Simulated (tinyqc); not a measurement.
Nuclear against electronic stopping over energy: ion implantation: universal nuclear stopping, Lindhard-Scharff electronic stopping and a Gaussian range profile. Computed by tinyqc, a small Python program. Command: `OMP_NUM_THREADS=1 python tinyqc.py 3003229 3003230 out.jsonl implant walk`. One thread of a shared host (Intel(R) Xeon(R) Processor @ 2.30GHz), about 0.06 s of CPU time with the checks.

An ion slows by elastic collisions with screened nuclei and by friction with electrons; channelling is ignored and the target is uniform.

Inputs (values chosen for the exercise, modelled on germanium ions in copper): ion atomic number Z1 = 32; ion mass M1 = 74 u; target atomic number Z2 = 29; target mass M2 = 63.55 u; target density N = 84.9 1/nm^3; scale factor of electronic stopping k = 1.4.

Method:
- Reduced energy eps = 32.53 M2 E/(Z1 Z2 (M1 + M2)(Z1^0.23 + Z2^0.23)), E in keV; s_n = ln(1 + 1.1383 eps)/(2 (eps + 0.01321 eps^0.21226 + 0.19593 eps^0.5)) for eps up to 30 and ln(eps)/(2 eps) above; S_n = 8.462 Z1 Z2 M1 s_n/((M1 + M2)(Z1^0.23 + Z2^0.23)) in 1e-15 eV cm^2.
- S_e = k 3.83 Z1^(7/6) Z2/(Z1^(2/3) + Z2^(2/3))^(3/2) sqrt(E/M1) in 1e-15 eV cm^2, E in keV.
- Path length R = int_0^E dE'/(N (S_n + S_e)); energy lost to nuclei nu = int_0^E S_n/(S_n + S_e) dE' (both with E' = E y^3 and 64 Gauss-Legendre points in y).

Stopping (1e-15 eV cm^2) and range:
```
E (keV)         eps     S_n     S_e  R (nm)     nu/E
1        3.6903e-03  102.86   11.95    2.31  0.89421
2        7.3807e-03  139.47   16.90    3.18  0.89408
5        1.8452e-02  197.23   26.73    5.01  0.88928
10       3.6903e-02  244.22   37.80    7.32  0.88115
20       7.3807e-02  288.40   53.45   11.07  0.86771
50       1.8452e-01  330.20   84.51   20.28  0.83815
100      3.6903e-01  338.45  119.52   33.68  0.80221
200      7.3807e-01  319.48  169.03   58.44  0.74826
500      1.8452e+00  256.13  267.26  128.06  0.63769
```

What follows from these numbers?

Nuclear stopping peaks near 100 keV among these rows (eps = 0.37; the universal curve peaks near 0.3). Electronic stopping overtakes it between 200 and 500 keV. The path length grows as E^0.46 at the low end and E^0.86 at the high end; constant stopping would give E^1, and stopping that rises with E, be it nuclear (below its peak) or electronic, gives a lower exponent.

Extremes, crossings and ranges named in words are read from the listed rows.
